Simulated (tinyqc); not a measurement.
Speciation in dilute and buffered hydrofluoric acid, oxide etch rate and bath loading: one step, computed by the program tinyqc. Command: `OMP_NUM_THREADS=1 python tinyqc.py 3121280 3121281 out.jsonl hfetch walk`. One thread of a shared host (Intel(R) Xeon(R) Processor @ 2.30GHz), about 0.01 s of CPU time with the checks.

Concentrations stand for activities, NH4+ and Cl- are spectators, and water ionisation is neglected. H, F and HF2 denote the ions H+, F- and HF2-. The base temperature is 298 K.

Problem. Etch rate. Rate = k_a ([HF] + 2 [H2F2]) + k_b [HF2], an empirical two-term form. Time = oxide/rate; a temperature error changes the rate by exp((E_a/k_B)(1/298 - 1/(298 + error))) - 1.

Inputs (values chosen for the exercise, of the order of those for thermal oxide at room temperature):
```
quantity                         value            unit
rate constant of neutral HF k_a     10  nm L/(min mol)
rate constant of HF2 k_b            54  nm L/(min mol)
activation energy                 0.37              eV
temperature error                  2.2               K
oxide removed per wafer            3.3              nm
```

[HF] = 0.7365854 mol/L

[H2F2] = 0 mol/L

[HF2] = 0.03608866 mol/L

Constants: k_B = 8.617333262e-05 eV/K.

Give: etch rate; share of HF2 in the rate; etch time; rate change from the temperature error.

Solution.

etch rate = 9.315 nm/min

share of HF2 in the rate = 20.92 %

etch time = 21.26 s

rate change from the temperature error = 11.14 %
